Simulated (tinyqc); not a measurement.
Inside a calculation. Model: Raman line shape of confined optical phonons and breathing modes of small crystals. Computed by tinyqc, a small Python program that keeps every step. Command: `OMP_NUM_THREADS=1 python tinyqc.py 3027916 3027917 out.jsonl confine walk`. One thread of a shared host (Intel(R) Xeon(R) Processor @ 2.30GHz), about 0.02 s of CPU time with the checks. Intermediate numbers are printed to about 5 digits and carried at full precision; extremes and crossings named in words are read from the listed rows.

Confinement in 2 direction(s) lets phonons with q away from zero scatter light. q is in units of 2 pi/a, from 0 to 1, and the branch is isotropic: omega(q)^2 = (omega_0^2 + omega_X^2)/2 + ((omega_0^2 - omega_X^2)/2) cos(pi q). The model and its constant beta are phenomenological; beta = 8 is the common choice.

Inputs (values chosen for the exercise, modelled on germanium): bulk frequency omega_0 = 300.4 1/cm; frequency at the zone boundary omega_X = 238 1/cm; natural width Gamma_0 = 2.5 1/cm; lattice constant a = 5.658 angstrom; size L = 6.3 nm; confinement constant beta = 8; probe offset omega - omega_0 = -12 1/cm.

Shape: wire.

## Range of wave vectors

Weight W(q) = q^1 exp(-(2 L q/a)^2/(2 beta)) dq, that is exp(-k^2 L^2/(2 beta pi^2)) for k = 2 pi q/a. Width q_c = a sqrt(2 beta)/(2 L), where the exponential falls to 1/e; curvature of the branch: omega(q) = omega_0 - c q^2, c = pi^2 (omega_0^2 - omega_X^2)/(8 omega_0); for small q_c the mean of q^2 is (number of confined directions) q_c^2/2, and the mean shift is -c times that.

q_c = 0.17962 2 pi/a

curvature c = 137.97 1/cm

mean shift, quadratic estimate = -4.4515 1/cm

omega(q_c) - omega_0 = -4.3663 1/cm

## Intensity at one frequency

I(omega) = int W(q) / [(omega - omega(q))^2 + (Gamma_0/2)^2] dq / int W dq x (Gamma_0/2)^2, by 400 Gauss-Legendre points on 0 < q < min(1, 2.5 a sqrt(2 beta)/L). Bulk Lorentzian 1/(1 + (2 offset/Gamma)^2); mean shift = weighted mean of omega(q) less the bulk frequency.

I at the probe offset = 0.069450

bulk Lorentzian there = 0.010734

mean shift, from the weights = -4.2813 1/cm

## Peak, width and asymmetry

The peak is the maximum of I; the width is taken between the half-maximum points, and the asymmetry is the low-side half-width over the high-side one.

peak shift = -1.508 1/cm

full width = 6.9598 1/cm

asymmetry = 2.3782

peak height (bulk = 1) = 0.417

The peak moves 35 % as far as the mean: the tail on the low side carries the rest. A shift without broadening or asymmetry would point to stress, not size.

## Line shape against size

The formulas are those given above.

Line shape:
```
L (nm)  peak shift (1/cm)  full width (1/cm)  asymmetry  mean shift, quadratic estimate (1/cm)
3                 -3.3031             21.708     4.9846                                -19.631
3.6                -2.703             15.765     4.1204                                -13.633
4.4               -2.1882             11.452     3.3644                                -9.1260
5.5               -1.7369              8.311     2.7043                                -5.8406
7                 -1.3494             6.1226      2.159                                -3.6057
10               -0.90953             4.2359     1.6006                                -1.7668
15               -0.54711             3.1732     1.2337                               -0.78524
25               -0.25134             2.6514     1.0425                               -0.28269
```

The peak shift falls with exponent -1.10 at the small end and -1.52 at the large end. For still larger L it tends to the mean shift, which goes as 1/L^2; the ratio is 0.17 in the first row and 0.89 in the last. The width exceeds Gamma_0 by over 10 % for L up to 15 nm. In a wire the factor q lowers the weight at q = 0.

Checks made by the program: mean shift of a large crystal against the quadratic estimate (relative difference 4e-05).
